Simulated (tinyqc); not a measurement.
Admittance spectroscopy of a deep trap: two steps of the calculation.

Schottky contact on an n-type layer with shallow donors Nd (all ionised) and a donor-like deep trap, neutral when filled and positive when empty; depletion approximation. Traps within lam of the depletion edge stay filled. The traps at xt = W - lam, where the level crosses the Fermi level, follow a slow signal and not a fast one. w = 2 pi f.

Parameters, values chosen for the exercise; material values those of a made-up semiconductor:
```
symbol    value   unit                                      meaning
eps_r      15.4                               relative permittivity
Nc      1.32e19  cm^-3   conduction-band density of states at 300 K
vth       3.7e7   cm/s                    thermal velocity at 300 K
Nd       9.4e14  cm^-3                        shallow donor density
Vbi        0.29      V                             built-in voltage
Et          0.1     eV  depth of the trap below the conduction edge
sn      5.5e-17   cm^2                        capture cross-section
Nt       9.3e14  cm^-3                                 trap density
Vr            0      V                                 reverse bias
f         10000     Hz                             signal frequency
T            96      K                                  temperature
```

Constants: q = 1.602176634e-19 C, kB = 1.380649e-23 J/K, eps0 = 8.8541878128e-14 F/cm where lengths are in cm. Results are converted to the units shown.

Question 1. Widths and limiting capacitances. lam = sqrt(2 eps0 eps_r (EF - ET)/(q Nd)), EF - ET = Et - (kB T/q) ln(Nc(T)/Nd), Nc(T) = Nc (T/300 K)^1.5. In the steady state at the band bending V, 2 eps0 eps_r V/q = Nd W^2 + Nt (W - lam)^2 (the second term only if W > lam). V = Vbi + Vr. C_HF = eps0 eps_r/W, C_LF = eps0 eps_r (Nd + Nt)/(Nd W + Nt xt).

Find: lam; W; xt; C_HF; C_LF.

Answer 1.

lam = 252.2 nm
W = 623.5 nm
xt = 371.3 nm
C_HF = 21.87 nF/cm^2
C_LF = 27.38 nF/cm^2

The step is 25.2 % of C_HF.

Question 2. Admittance at the signal frequency. Emission rate en = sn vth(T) Nc(T) exp(-Et/kB T) = sn g T^2 exp(-Et/kB T), g = vth Nc/(300 K)^2, as vth goes as T^0.5 and Nc as T^1.5 (degeneracy factor 1). Inflection frequency w0 = 2 en [1 + Nt xt/(Nd W)]; C = C_HF + (C_LF - C_HF)/(1 + (w/w0)^2), G/w = (C_LF - C_HF)(w/w0)/(1 + (w/w0)^2).

W = 623.49987 nm
xt = 371.26138 nm
C_HF = 21.869209 nF/cm^2
C_LF = 27.377393 nF/cm^2

Find: en; w0/(2 pi); C; G/w.

Answer 2.

en = 1.548e4 1/s
w0/(2 pi) = 7828 Hz
C = 23.96 nF/cm^2
G/w = 2.674 nF/cm^2

The signal lies near the inflection, where the loss is largest.

tinyqc, about 0.01 s, one thread, Intel Xeon 2.30GHz (shared host): `OMP_NUM_THREADS=1 python tinyqc.py 2050092 2050093 out.jsonl`
